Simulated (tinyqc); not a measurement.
UHF in the sto-3g basis, for H4, spin multiplicity 3, step by step (part 1 of 2). This run ends on a higher stationary point, not on the lowest solution. Computed by tinyqc, a small Python program that keeps every step (integrals from PySCF). Settings: charge = 0, multiplicity = 3, basis = sto-3g, energy threshold = 1e-10, iteration cap = 58, orthogonalisation = canonical, start = atomic densities, DIIS depth = 3, DIIS from iteration = 2, method = UHF. Command: `OMP_NUM_THREADS=1 python tinyqc.py 23092 23093 out.jsonl` (the two numbers bound the seeds that draw the settings). One thread of a shared host (Intel(R) Xeon(R) Processor @ 2.60GHz), about 0.1 s of CPU time with the checks. Later iterations appear only in the table of the cycle.

## One-electron integrals

Geometry (angstrom):
```
atom         x         y         z
H     0.000000  0.000000  0.000000
H     0.000000  0.000000  1.609000
H     0.000000  0.000000  3.992000
H     0.000000  0.000000  5.601000
```

Basis sto-3g: exponents (1/bohr^2) and contraction coefficients of normalised primitives:
```
element  l (shell)  exponent  coefficient
H            s (1)  3.425251     0.154329
H            s (1)  0.623914     0.535328
H            s (1)  0.168855     0.444635
```

Overlap, kinetic and nuclear-attraction integrals over the contracted functions; the nuclear repulsion is the sum of Za Zb / Rab.

nuclear repulsion = 1.23943291 hartree

overlap S:
```
          1H 1s     2H 1s     3H 1s     4H 1s
1H 1s  1.000000  0.219156  0.001807  0.000016
2H 1s  0.219156  1.000000  0.061470  0.001807
3H 1s  0.001807  0.061470  1.000000  0.219156
4H 1s  0.000016  0.001807  0.219156  1.000000
```

kinetic energy T (hartree):
```
           1H 1s      2H 1s      3H 1s      4H 1s
1H 1s   0.760032   0.001901  -0.001209  -0.000021
2H 1s   0.001901   0.760032  -0.011231  -0.001209
3H 1s  -0.001209  -0.011231   0.760032   0.001901
4H 1s  -0.000021  -0.001209   0.001901   0.760032
```

nuclear attraction V (hartree):
```
           1H 1s      2H 1s      3H 1s      4H 1s
1H 1s  -1.781713  -0.334576  -0.002367  -0.000019
2H 1s  -0.334576  -1.909288  -0.083209  -0.002367
3H 1s  -0.002367  -0.083209  -1.909288  -0.334576
4H 1s  -0.000019  -0.002367  -0.334576  -1.781713
```

core Hamiltonian H = T + V (hartree):
```
           1H 1s      2H 1s      3H 1s      4H 1s
1H 1s  -1.021681  -0.332675  -0.003576  -0.000040
2H 1s  -0.332675  -1.149256  -0.094440  -0.003576
3H 1s  -0.003576  -0.094440  -1.149256  -0.332675
4H 1s  -0.000040  -0.003576  -0.332675  -1.021681
```

## Two-electron integrals

Functions are numbered as in S; the eight-fold symmetry (ij|kl) = (ji|kl) = (kl|ij) leaves the list below.

Two-electron integrals (ij|kl) in chemists' order, unique and non-zero (hartree):
```
(11|11) 0.774606   (21|11) 0.113963   (21|21) 0.026628   (22|11) 0.324390
(22|21) 0.113963   (22|22) 0.774606   (31|11) 0.000491   (31|21) 0.000153
(31|22) 0.000944   (31|31) 1.47e-06   (32|11) 0.011941   (32|21) 0.003787
(32|22) 0.026059   (32|31) 0.000047   (32|32) 0.001846   (33|11) 0.132559
(33|21) 0.036831   (33|22) 0.221893   (33|31) 0.000491   (33|32) 0.026059
(33|33) 0.774606   (41|11) 2.95e-06   (41|21) 9.10e-07   (41|22) 0.000006
(41|31) 1.15e-08   (41|32) 4.50e-07   (41|33) 0.000006   (42|11) 0.000268
(42|21) 0.000078   (42|22) 0.000491   (42|31) 1.02e-06   (42|32) 0.000047
(42|33) 0.000944   (42|41) 1.15e-08   (42|42) 1.47e-06   (43|11) 0.024308
(43|21) 0.006469   (43|22) 0.036831   (43|31) 0.000078   (43|32) 0.003787
(43|33) 0.113963   (43|41) 9.10e-07   (43|42) 0.000153   (43|43) 0.026628
(44|11) 0.094479   (44|21) 0.024308   (44|22) 0.132559   (44|31) 0.000268
(44|32) 0.011941   (44|33) 0.324390   (44|41) 2.95e-06   (44|42) 0.000491
(44|43) 0.113963   (44|44) 0.774606
```

## Orthogonalisation

S = U s U^T; canonical form X = U s^(-1/2), so that X^T S X = 1. Each column of U has its largest component positive (the first on a tie).

eigenvalues of S: 0.749747  0.807654  1.188767  1.253832

X:
```
               1          2          3         4
1H 1s  -0.535509   0.593442   0.489633  0.414639
2H 1s   0.616541  -0.516627   0.425280  0.476290
3H 1s  -0.616541  -0.516627  -0.425280  0.476290
4H 1s   0.535509   0.593442  -0.489633  0.414639
```

## Starting guess

The start is atomic minimal-basis densities projected into this basis (PySCF's MINAO start) and scaled to the electron count of each spin; this density is not idempotent, so its energy is not variational and may lie below the converged one.

D(alpha) at the start:
```
           1H 1s     2H 1s     3H 1s      4H 1s
1H 1s   0.736968  0.058746  0.002613  -0.000005
2H 1s   0.058746  0.734981  0.037295   0.002613
3H 1s   0.002613  0.037295  0.734981   0.058746
4H 1s  -0.000005  0.002613  0.058746   0.736968
```

D(beta) at the start:
```
           1H 1s     2H 1s     3H 1s      4H 1s
1H 1s   0.245656  0.019582  0.000871  -0.000002
2H 1s   0.019582  0.244994  0.012432   0.000871
3H 1s   0.000871  0.012432  0.244994   0.019582
4H 1s  -0.000002  0.000871  0.019582   0.245656
```

## Iteration 1: building the Fock matrix

J_ij = sum D_kl (ij|kl) with D = D(alpha) + D(beta), K_ij = sum D_kl (ik|jl) for each spin; F = H + J - K(s); E = tr D H + tr D J / 2 - 0.5 sum_s tr D(s) K(s) + E_nn.

Coulomb J (hartree):
```
          1H 1s     2H 1s     3H 1s     4H 1s
1H 1s  1.324636  0.289206  0.002193  0.000018
2H 1s  0.289206  1.451778  0.075911  0.002193
3H 1s  0.002193  0.075911  1.451778  0.289206
4H 1s  0.000018  0.002193  0.289206  1.324636
```

exchange K(alpha) (hartree):
```
          1H 1s     2H 1s     3H 1s     4H 1s
1H 1s  0.603836  0.188612  0.005960  0.000518
2H 1s  0.188612  0.605664  0.047623  0.005960
3H 1s  0.005960  0.047623  0.605664  0.188612
4H 1s  0.000518  0.005960  0.188612  0.603836
```

exchange K(beta) (hartree):
```
          1H 1s     2H 1s     3H 1s     4H 1s
1H 1s  0.201279  0.062871  0.001987  0.000173
2H 1s  0.062871  0.201888  0.015874  0.001987
3H 1s  0.001987  0.015874  0.201888  0.062871
4H 1s  0.000173  0.001987  0.062871  0.201279
```

F(alpha) (hartree):
```
           1H 1s      2H 1s      3H 1s      4H 1s
1H 1s  -0.300880  -0.232080  -0.007343  -0.000540
2H 1s  -0.232080  -0.303142  -0.066153  -0.007343
3H 1s  -0.007343  -0.066153  -0.303142  -0.232080
4H 1s  -0.000540  -0.007343  -0.232080  -0.300880
```

F(beta) (hartree):
```
           1H 1s      2H 1s      3H 1s      4H 1s
1H 1s   0.101677  -0.106339  -0.003370  -0.000195
2H 1s  -0.106339   0.100634  -0.034404  -0.003370
3H 1s  -0.003370  -0.034404   0.100634  -0.106339
4H 1s  -0.000195  -0.003370  -0.106339   0.101677
```

total energy of this density = -1.37685591 hartree

This density is the starting one; it is not idempotent, so its energy is not variational and may lie below the converged one.

## Iteration 1: diagonalisation and new density

Diagonalise F' = X^T F X, C = X C', fill 3 alpha and 1 beta electrons from the bottom; D(s) = C_occ C_occ^T. Each column has its largest component positive (the first on a tie).

F' = X^T F X (alpha) (hartree):
```
           1          2          3          4
1  -0.055627   0.000000  -0.000101   0.000000
2   0.000000  -0.115819   0.000000   0.000633
3  -0.000101   0.000000  -0.416922   0.000000
4   0.000000   0.000633   0.000000  -0.460328
```

orbital energies (alpha) (hartree): MO1 -0.460329, MO2 -0.416922, MO3 -0.115818, MO4 -0.055627

coefficients C (alpha):
```
            MO1        MO2        MO3        MO4
1H 1s  0.413549   0.489483   0.594202  -0.535646
2H 1s  0.477238   0.425453  -0.515752   0.616421
3H 1s  0.477238  -0.425453  -0.515752  -0.616421
4H 1s  0.413549  -0.489483   0.594202   0.535646
```

F' = X^T F X (beta) (hartree):
```
          1         2         3          4
1  0.297075  0.000000  0.002125   0.000000
2  0.000000  0.241374  0.000000   0.002333
3  0.002125  0.000000  0.011926   0.000000
4  0.000000  0.002333  0.000000  -0.021721
```

orbital energies (beta) (hartree): MO1 -0.021742, MO2 0.011910, MO3 0.241395, MO4 0.297091

coefficients C (beta):
```
            MO1        MO2        MO3        MO4
1H 1s  0.409362   0.493609   0.597094  -0.531846
2H 1s  0.480851   0.420675  -0.512385   0.619692
3H 1s  0.480851  -0.420675  -0.512385  -0.619692
4H 1s  0.409362  -0.493609   0.597094   0.531846
```

D(alpha) after iteration 1:
```
           1H 1s      2H 1s      3H 1s      4H 1s
1H 1s   0.763692   0.099152  -0.317352   0.284506
2H 1s   0.099152   0.674766   0.312745  -0.317352
3H 1s  -0.317352   0.312745   0.674766   0.099152
4H 1s   0.284506  -0.317352   0.099152   0.763692
```

D(beta) after iteration 1:
```
          1H 1s     2H 1s     3H 1s     4H 1s
1H 1s  0.167577  0.196842  0.196842  0.167577
2H 1s  0.196842  0.231217  0.231217  0.196842
3H 1s  0.196842  0.231217  0.231217  0.196842
4H 1s  0.167577  0.196842  0.196842  0.167577
```

## Iteration 2: building the Fock matrix

As before.

Coulomb J (hartree):
```
          1H 1s     2H 1s     3H 1s     4H 1s
1H 1s  1.318006  0.289043  0.002194  0.000018
2H 1s  0.289043  1.445633  0.075927  0.002194
3H 1s  0.002194  0.075927  1.445633  0.289043
4H 1s  0.000018  0.002194  0.289043  1.318006
```

exchange K(alpha) (hartree):
```
           1H 1s      2H 1s      3H 1s      4H 1s
1H 1s   0.631914   0.196459  -0.021203   0.013637
2H 1s   0.196459   0.580498   0.084746  -0.021203
3H 1s  -0.021203   0.084746   0.580498   0.196459
4H 1s   0.013637  -0.021203   0.196459   0.631914
```

exchange K(beta) (hartree):
```
          1H 1s     2H 1s     3H 1s     4H 1s
1H 1s  0.181094  0.118090  0.043436  0.027041
2H 1s  0.118090  0.242636  0.081299  0.043436
3H 1s  0.043436  0.081299  0.242636  0.118090
4H 1s  0.027041  0.043436  0.118090  0.181094
```

F(alpha) (hartree):
```
           1H 1s      2H 1s      3H 1s      4H 1s
1H 1s  -0.335588  -0.240091   0.019821  -0.013659
2H 1s  -0.240091  -0.284121  -0.103259   0.019821
3H 1s   0.019821  -0.103259  -0.284121  -0.240091
4H 1s  -0.013659   0.019821  -0.240091  -0.335588
```

F(beta) (hartree):
```
           1H 1s      2H 1s      3H 1s      4H 1s
1H 1s   0.115231  -0.161722  -0.044818  -0.027063
2H 1s  -0.161722   0.053741  -0.099812  -0.044818
3H 1s  -0.044818  -0.099812   0.053741  -0.161722
4H 1s  -0.027063  -0.044818  -0.161722   0.115231
```

total energy of this density = -1.62226395 hartree

## Iteration 2: diagonalisation and new density

As before.

F' = X^T F X (alpha) (hartree):
```
          1          2          3          4
1  0.021115   0.000000   0.035438   0.000000
2  0.000000  -0.182648   0.000000  -0.011383
3  0.035438   0.000000  -0.436269   0.000000
4  0.000000  -0.011383   0.000000  -0.469848
```

orbital energies (alpha) (hartree): MO1 -0.470299, MO2 -0.438998, MO3 -0.182198, MO4 0.023845

coefficients C (alpha):
```
            MO1        MO2        MO3        MO4
1H 1s  0.437780   0.529310   0.576583  -0.496327
2H 1s  0.455490   0.376679  -0.535056   0.647379
3H 1s  0.455490  -0.376679  -0.535056  -0.647379
4H 1s  0.437780  -0.529310   0.576583   0.496327
```

F' = X^T F X (beta) (hartree):
```
           1         2          3          4
1   0.352739  0.000000  -0.011430   0.000000
2   0.000000  0.290798   0.000000   0.037793
3  -0.011430  0.000000   0.026399   0.000000
4   0.000000  0.037793   0.000000  -0.153743
```

orbital energies (beta) (hartree): MO1 -0.156933, MO2 0.025999, MO3 0.293988, MO4 0.353139

coefficients C (beta):
```
            MO1        MO2        MO3        MO4
1H 1s  0.363255   0.470612   0.626215  -0.552299
2H 1s  0.518056   0.446575  -0.474735   0.601296
3H 1s  0.518056  -0.446575  -0.474735  -0.601296
4H 1s  0.363255  -0.470612   0.626215   0.552299
```

D(alpha) after iteration 2:
```
           1H 1s      2H 1s      3H 1s      4H 1s
1H 1s   0.804268   0.090280  -0.308480   0.243929
2H 1s   0.090280   0.635642   0.351869  -0.308480
3H 1s  -0.308480   0.351869   0.635642   0.090280
4H 1s   0.243929  -0.308480   0.090280   0.804268
```

D(beta) after iteration 2:
```
          1H 1s     2H 1s     3H 1s     4H 1s
1H 1s  0.131954  0.188186  0.188186  0.131954
2H 1s  0.188186  0.268382  0.268382  0.188186
3H 1s  0.188186  0.268382  0.268382  0.188186
4H 1s  0.131954  0.188186  0.188186  0.131954
```

## Iteration 3: building the Fock matrix

As before.

Coulomb J (hartree):
```
          1H 1s     2H 1s     3H 1s     4H 1s
1H 1s  1.318390  0.288850  0.002194  0.000018
2H 1s  0.288850  1.444633  0.075959  0.002194
3H 1s  0.002194  0.075959  1.444633  0.288850
4H 1s  0.000018  0.002194  0.288850  1.318390
```

exchange K(alpha) (hartree):
```
           1H 1s      2H 1s      3H 1s      4H 1s
1H 1s   0.660301   0.193791  -0.019769   0.010477
2H 1s   0.193791   0.551286   0.091781  -0.019769
3H 1s  -0.019769   0.091781   0.551286   0.193791
4H 1s   0.010477  -0.019769   0.193791   0.660301
```

exchange K(beta) (hartree):
```
          1H 1s     2H 1s     3H 1s     4H 1s
1H 1s  0.152520  0.115290  0.042773  0.023496
2H 1s  0.115290  0.270428  0.090589  0.042773
3H 1s  0.042773  0.090589  0.270428  0.115290
4H 1s  0.023496  0.042773  0.115290  0.152520
```

F(alpha) (hartree):
```
           1H 1s      2H 1s      3H 1s      4H 1s
1H 1s  -0.363592  -0.237616   0.018387  -0.010499
2H 1s  -0.237616  -0.255909  -0.110262   0.018387
3H 1s   0.018387  -0.110262  -0.255909  -0.237616
4H 1s  -0.010499   0.018387  -0.237616  -0.363592
```

F(beta) (hartree):
```
           1H 1s      2H 1s      3H 1s      4H 1s
1H 1s   0.144189  -0.159115  -0.044155  -0.023518
2H 1s  -0.159115   0.024949  -0.109070  -0.044155
3H 1s  -0.044155  -0.109070   0.024949  -0.159115
4H 1s  -0.023518  -0.044155  -0.159115   0.144189
```

total energy of this density = -1.63290856 hartree

## Iteration 3: DIIS over 2 matrices

error matrix X^T (FDS - SDF) X (alpha):
```
           1         2         3         4
1   0.000000  0.000000  0.034766  0.000000
2   0.000000  0.000000  0.000000  0.000000
3  -0.034766  0.000000  0.000000  0.000000
4   0.000000  0.000000  0.000000  0.000000
```

B (overlaps of the stored error matrices):
```
               1              2
1  4.8211468e-03  4.8082080e-03
2  4.8082080e-03  4.7973978e-03
```

Minimise |sum c_i e_i|^2 with sum c_i = 1: solve [B -1; -1 0][c; lambda] = [0; -1] with B_ij = tr e_i^T e_j summed over both spins, and take F = sum c_i F_i.

DIIS coefficients: -5.078929  6.078929

extrapolated F(alpha) (hartree):
```
           1H 1s      2H 1s      3H 1s      4H 1s
1H 1s  -0.505819  -0.225044   0.011101   0.005549
2H 1s  -0.225044  -0.112622  -0.145827   0.011101
3H 1s   0.011101  -0.145827  -0.112622  -0.225044
4H 1s   0.005549   0.011101  -0.225044  -0.505819
```

extrapolated F(beta) (hartree):
```
           1H 1s      2H 1s      3H 1s      4H 1s
1H 1s   0.291267  -0.145874  -0.040788  -0.005512
2H 1s  -0.145874  -0.121280  -0.156092  -0.040788
3H 1s  -0.040788  -0.156092  -0.121280  -0.145874
4H 1s  -0.005512  -0.040788  -0.145874   0.291267
```

## Iteration 3: diagonalisation and new density

As before.

F' = X^T F X (alpha) (hartree):
```
          1          2          3          4
1  0.043819   0.000000   0.250562   0.000000
2  0.000000  -0.227955   0.000000  -0.148290
3  0.250562   0.000000  -0.429871   0.000000
4  0.000000  -0.148290   0.000000  -0.458283
```

orbital energies (alpha) (hartree): MO1 -0.537811, MO2 -0.530876, MO3 -0.155363, MO4 0.151760

coefficients C (alpha):
```
             MO1       MO2        MO3        MO4
1H 1s   0.661551  0.633334  -0.350695  -0.298095
2H 1s   0.146650  0.200633   0.673426   0.734493
3H 1s  -0.146650  0.200633   0.673426  -0.734493
4H 1s  -0.661551  0.633334  -0.350695   0.298095
```

F' = X^T F X (beta) (hartree):
```
           1         2          3          4
1   0.335462  0.000000  -0.152958   0.000000
2   0.000000  0.282121   0.000000   0.251581
3  -0.152958  0.000000   0.067364   0.000000
4   0.000000  0.251581   0.000000  -0.175042
```

orbital energies (beta) (hartree): MO1 -0.286376, MO2 -0.001972, MO3 0.393455, MO4 0.404798

coefficients C (beta):
```
            MO1        MO2        MO3        MO4
1H 1s  0.139015   0.224863   0.710474   0.689889
2H 1s  0.644616   0.641889  -0.279688  -0.385959
3H 1s  0.644616  -0.641889  -0.279688   0.385959
4H 1s  0.139015  -0.224863   0.710474  -0.689889
```

D(alpha) after iteration 3:
```
           1H 1s      2H 1s      3H 1s      4H 1s
1H 1s   0.961748  -0.012083  -0.206116   0.086449
2H 1s  -0.012083   0.515262   0.472249  -0.206116
3H 1s  -0.206116   0.472249   0.515262  -0.012083
4H 1s   0.086449  -0.206116  -0.012083   0.961748
```

D(beta) after iteration 3:
```
          1H 1s     2H 1s     3H 1s     4H 1s
1H 1s  0.019325  0.089611  0.089611  0.019325
2H 1s  0.089611  0.415530  0.415530  0.089611
3H 1s  0.089611  0.415530  0.415530  0.089611
4H 1s  0.019325  0.089611  0.089611  0.019325
```

## Iteration 9 (converged): orbitals

converged F(alpha) (hartree):
```
           1H 1s      2H 1s      3H 1s      4H 1s
1H 1s  -0.447537  -0.214533   0.007751  -0.002114
2H 1s  -0.214533  -0.162238  -0.132978   0.007751
3H 1s   0.007751  -0.132978  -0.162238  -0.214533
4H 1s  -0.002114   0.007751  -0.214533  -0.447537
```

converged F(beta) (hartree):
```
           1H 1s      2H 1s      3H 1s      4H 1s
1H 1s   0.239425  -0.134763  -0.034909  -0.010796
2H 1s  -0.134763  -0.060228  -0.137124  -0.034909
3H 1s  -0.034909  -0.137124  -0.060228  -0.134763
4H 1s  -0.010796  -0.034909  -0.134763   0.239425
```

As before.

F' = X^T F X (alpha) (hartree):
```
          1          2          3          4
1  0.015848   0.000000   0.185279   0.000000
2  0.000000  -0.220710   0.000000  -0.104304
3  0.185279   0.000000  -0.409301   0.000000
4  0.000000  -0.104304   0.000000  -0.451902
```

orbital energies (alpha) (hartree): MO1 -0.492004, MO2 -0.478713, MO3 -0.180608, MO4 0.085260

coefficients C (alpha):
```
            MO1        MO2        MO3        MO4
1H 1s  0.599983   0.646381  -0.405116  -0.329698
2H 1s  0.259167   0.181954   0.653137   0.726552
3H 1s  0.259167  -0.181954   0.653137  -0.726552
4H 1s  0.599983  -0.646381  -0.405116   0.329698
```

F' = X^T F X (beta) (hartree):
```
           1         2          3          4
1   0.333845  0.000000  -0.105699   0.000000
2   0.000000  0.263764   0.000000   0.186414
3  -0.105699  0.000000   0.064621   0.000000
4   0.000000  0.186414   0.000000  -0.144958
```

orbital energies (beta) (hartree): MO1 -0.217208, MO2 0.028082, MO3 0.336014, MO4 0.370383

coefficients C (beta):
```
            MO1        MO2        MO3        MO4
1H 1s  0.172156   0.287803   0.703179   0.666093
2H 1s  0.630801   0.603377  -0.309588  -0.443759
3H 1s  0.630801  -0.603377  -0.309588   0.443759
4H 1s  0.172156  -0.287803   0.703179  -0.666093
```

D(alpha) after iteration 9:
```
           1H 1s      2H 1s      3H 1s      4H 1s
1H 1s   0.941908   0.008512  -0.226711   0.106290
2H 1s   0.008512   0.526863   0.460648  -0.226711
3H 1s  -0.226711   0.460648   0.526863   0.008512
4H 1s   0.106290  -0.226711   0.008512   0.941908
```

D(beta) after iteration 9:
```
          1H 1s     2H 1s     3H 1s     4H 1s
1H 1s  0.029638  0.108596  0.108596  0.029638
2H 1s  0.108596  0.397911  0.397911  0.108596
3H 1s  0.108596  0.397911  0.397911  0.108596
4H 1s  0.029638  0.108596  0.108596  0.029638
```

## Convergence

Stop when the energy changes by less than 1e-10 hartree and every element of the error matrix X^T (F D S - S D F) X (for each spin) is below 3e-06.

Course of the cycle:
```
iteration  E (hartree)     change  largest element of the error matrix
1          -1.37685591          -                             4.00e-03
2          -1.62226395  -2.45e-01                             3.56e-02
3          -1.63290856  -1.06e-02                             3.48e-02
4          -1.65729452  -2.44e-02                             1.24e-02
5          -1.65739844  -1.04e-04                             1.03e-02
6          -1.65805295  -6.55e-04                             6.67e-03
7          -1.65840407  -3.51e-04                             3.18e-04
8          -1.65840492  -8.50e-07                             1.95e-06
9          -1.65840492  -2.98e-11                             5.30e-07
```

PySCF UHF in the same basis, after a stability check = -1.85366160 hartree

Converged in 9 iterations. But the solution lies 0.19526 hartree above the reference: it is another stationary point, not the lowest one. Reruns (cap 100 unless said): DIIS 8: converged in 22 to a higher stationary point; damping 0.5: converged in 95; level shift 0.5: converged in 47 to a higher stationary point; atomic densities as start, DIIS 8: converged in 15 to a higher stationary point.
